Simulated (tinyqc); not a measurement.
Stoner model of a band magnet at zero temperature: one step, computed by the program tinyqc. Command: `OMP_NUM_THREADS=1 python tinyqc.py 3018879 3018880 out.jsonl stoner walk`. One thread of a shared host (Intel(R) Xeon(R) Processor @ 2.30GHz), about 0.01 s of CPU time with the checks.

Five orbitals per spin share one band; u = (E - E_bottom)/W runs from 0 to 1, and the states per spin, atom and energy are g = 5 d(u)/W with d = 1 - c cos(4 pi u). N(u) is the integral of d from 0. The moment m = n_up - n_down (electrons per atom) moves the fillings to n +/- m/10; the energy is E(m) = E_band(m) - I m^2/4.

Question. The paramagnetic state. Solve N(u_F) = n; g_F = 5 d(u_F)/W; the Stoner product is I g_F.

Inputs (values chosen for the exercise, for a model d band):
```
quantity,value,unit
band width W,4.5,eV
filling n per spin orbital,0.43,-
Stoner parameter I,0.537,eV
depth c of the valley,0.79,-
```

Density of states: two peaks.

Give: u_F; g_F; Stoner product I g_F.

Answer.

u_F = 0.3674

g_F = 1.195 1/eV

Stoner product I g_F = 0.6415

I g_F < 1: the paramagnet is locally stable.
